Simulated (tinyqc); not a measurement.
Inside a calculation. Method: coherent transport through a tight-binding region between two chains. Computed by tinyqc, a small Python program that keeps every step. Settings: temperature = 4, mu = 0.14. Command: `OMP_NUM_THREADS=1 python tinyqc.py 23004 23005 out.jsonl` (the two numbers bound the seeds that draw the settings). One thread of a shared host (Intel(R) Xeon(R) Processor @ 2.60GHz), about 0.08 s of CPU time with the checks.

## Transmission at E = 0.85 eV

H of the central region (eV):
```
           1          2          3          4
1   0.800000  -2.000000   0.000000  -2.000000
2  -2.000000   0.310000  -2.000000   0.000000
3   0.000000  -2.000000  -0.700000  -2.000000
4  -2.000000   0.000000  -2.000000  -0.970000
```

Leads: semi-infinite chains with site energy 0:
```
parameter                           value
lead hopping t (eV)              1.590000
coupling to the left lead (eV)   1.410000
coupling to the right lead (eV)  1.200000
left contact site                       1
right contact site                      2
```

E = 0.850000 eV

Surface Green function g = (E - i sqrt(4 t^2 - E^2)) / (2 t^2); self-energy tc^2 g on each contact site; G = (E - H - Sigma)^(-1); Gamma = -2 Im Sigma; T = Gamma_L Gamma_R |G_LR|^2; local density of states -Im G_ii / pi.

g = 0.168110-0.606047i 1/eV

G (1/eV):
```
                     1                    2                    3                    4
1   0.297008-0.331418i   0.183219-0.269730i  -0.441998+0.291648i   0.159330+0.043702i
2   0.183219-0.269730i   0.258371-0.234255i   0.176076+0.191884i  -0.394830+0.085545i
3  -0.441998+0.291648i   0.176076+0.191884i   0.499499-0.397063i  -0.063188+0.115840i
4   0.159330+0.043702i  -0.394830+0.085545i  -0.063188+0.115840i   0.443800-0.175321i
```

local density of states (1/eV): 0.105493  0.074566  0.126389  0.055807

transmission = 0.447200

## Transmission across the band

The same steps on a grid of energies.

T(E):
```
E (eV)              T
-3.02100000  0.011542
-2.71890000  0.021803
-2.41680000  0.022989
-2.11470000  0.019105
-1.81260000  0.012618
-1.51050000  0.005739
-1.20840000  0.001000
-0.90630000  0.000030
-0.60420000  0.000553
-0.30210000  0.055845
0.00000000   0.267505
0.30210000   0.431865
0.60420000   0.468876
0.90630000   0.439315
1.20840000   0.390568
1.51050000   0.340256
1.81260000   0.291964
2.11470000   0.244251
2.41680000   0.193505
2.71890000   0.133930
3.02100000   0.055354
```

levels of the isolated region (eV): -4.261240  -0.355134  0.071706  3.984667

## Current

I = (2e/h) int T(E) [f(E - mu - V/2) - f(E - mu + V/2)] dE at 4 K with mu = 0.14 eV, the bias not changing H; 2e^2/h = 77.48092 microsiemens; the integral runs over the band on 4001 points.

Current:
```
V (volt)  I (microampere)
0.010000         0.281743
0.050000         1.394205
0.100000         2.790660
0.200000         5.549562
0.400000        10.871938
0.800000        20.255944
```
